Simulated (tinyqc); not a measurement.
Avalanche multiplication and breakdown of a junction from ionisation integrals: one step, computed by the program tinyqc. Command: `OMP_NUM_THREADS=1 python tinyqc.py 3011598 3011599 out.jsonl impact walk`. One thread of a shared host (Intel(R) Xeon(R) Processor @ 2.30GHz), about 0.01 s of CPU time with the checks.

Ionisation coefficients follow the local field. Position x runs through the depletion layer from the p side (x = 0), where electrons enter, to the n side (x = w), where holes enter. The built-in voltage is neglected.

Problem. Coefficients at the critical field. alpha_n = a_n exp(-(b_n/F)^c), alpha_p = a_p exp(-(b_p/F)^c).

Inputs (values chosen for the exercise, modelled on GaN):
```
quantity                   value  unit
electron prefactor a_n   4.8e+08  1/cm
electron field b_n      3.49e+07  V/cm
hole prefactor a_p      7.59e+06  1/cm
hole field b_p           1.5e+07  V/cm
exponent c                     1     -
```

Junction: one-sided abrupt p+n.

critical field F_m = 3.889310 MV/cm

Give: alpha_n; alpha_p; ratio k = alpha_p/alpha_n; shorter ionisation length.

Solution.

alpha_n = 60839 1/cm

alpha_p = 1.604e+05 1/cm

ratio k = alpha_p/alpha_n = 2.637

shorter ionisation length = 0.06233 micrometre

Holes ionise more readily at the peak field.
